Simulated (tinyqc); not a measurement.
Random telegraph noise from one oxide trap in a small MOSFET: two steps of the calculation.

An acceptor-like trap exchanges electrons with the channel. Inversion charge Q = Cox u, u = n Vt W0(exp((Vg - VT)/(n Vt))), W0 the Lambert function, n = nf, Cox = eps0 eox/tox; linear regime Id = (W/L) mu Q Vd. Relative to threshold the surface potential rises by Vt ln(u/u0) and the oxide voltage by the rest of Vg - VT, with u0 = n Vt W0(1).

Inputs (values chosen for the exercise); values of the order met in silicon transistors:
```
symbol  value        unit                                                                 meaning
T         300           K                                                             temperature
eox      25.7              relative permittivity of the gate insulator (close to zirconium oxide)
tox       5.7          nm                                                     insulator thickness
xt        2.5          nm                            depth of the trap from the channel interface
E0       0.07          eV                   trap level above the channel Fermi level at threshold
s0      1e-15        cm^2                                                       capture prefactor
EB       0.38          eV                                    capture barrier (lattice relaxation)
lt       0.16          nm                                                 tunnelling decay length
vth     1.1e7        cm/s                                                        thermal velocity
zi        2.9          nm                                        thickness of the inversion layer
VT        0.2           V                                                       threshold voltage
nf       1.33                                                                         body factor
W         160          nm                                                              gate width
L         160          nm                                                             gate length
mu        110  cm^2/(V s)                                                                mobility
asc         0         V s                              scattering coefficient of the charged trap
Vd       0.05           V                                                           drain voltage
Vg       0.34           V                                                            gate voltage
```

Constants: q = 1.602176634e-19 C, kB = 1.380649e-23 J/K, Vt = kB T/q, eps0 = 8.8541878128e-14 F/cm where lengths are in cm. Results are converted to the units shown.

Task 1. Trap level, time constants and occupancy. N = Cox u/q; dpsi = Vt ln(u/u0); E = E0 - dpsi - (xt/tox)(Vg - VT - dpsi); capture time tc = 1/[(N/zi) vth s0 exp(-xt/lt - EB/Vt)]; emission time te = tc exp(-E/Vt); occupancy te/(tc + te).

Give: u; N; dpsi; E; tc; te; occupancy.

Result 1.

u = 0.1025 V
N = 2.553e12 cm^-2
dpsi = 0.04289 V
E = -0.01548 eV
tc = 152.6 s
te = 277.7 s
occupancy = 0.6454

The trap lies 0.60 Vt below the Fermi level, so it is filled 64.5 % of the time.

Task 2. Step height. A = W L; threshold step dV = q (1 - xt/tox)/(Cox A); gm/Id = 1/(u + n Vt); relative step dI/I = (gm/Id) dV + asc mu/A. Id as defined.

u = 0.10245763 V
N = 2.5529418e12 cm^-2

Give: electrons in the channel N A; dV; gm/Id; number part of dI/I; dI/I; Id; dI.

Result 2.

electrons in the channel N A = 653.6
dV = 0.08801 mV
gm/Id = 7.308 1/V
number part of dI/I = 0.06432 %
dI/I = 0.06432 %
Id = 2.250 uA
dI = 1.447 nA

Range of the model: VT is taken as given; short-channel effects and the uneven flow of current among few electrons are left out.

Program tinyqc, `OMP_NUM_THREADS=1 python tinyqc.py 2710118 2710119 out.jsonl`; Intel Xeon 2.30GHz, shared host, one thread, about 0.01 s.
